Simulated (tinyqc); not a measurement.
Inductance and parasitic capacitance from two readings.

Inverse problem. A loss-free coil L in parallel with C shows the apparent inductance L/(1 - w^2 L C), w = 2 pi f. Find L, C and the self-resonance 1/(2 pi sqrt(L C)).

apparent inductance at 4.2 and 7.5 GHz (nH): 1.4554145  2.7248363

Solution. The inverse of the reading is 1/L - w^2 C, a straight line in w^2.

L = 1.20 nH
C = 210 fF
self-resonance = 10.0 GHz

Numbers from tinyqc (`OMP_NUM_THREADS=1 python tinyqc.py 2302054 2302055 out.jsonl`; about 0.01 s on one thread of a shared Intel Xeon 2.30GHz).
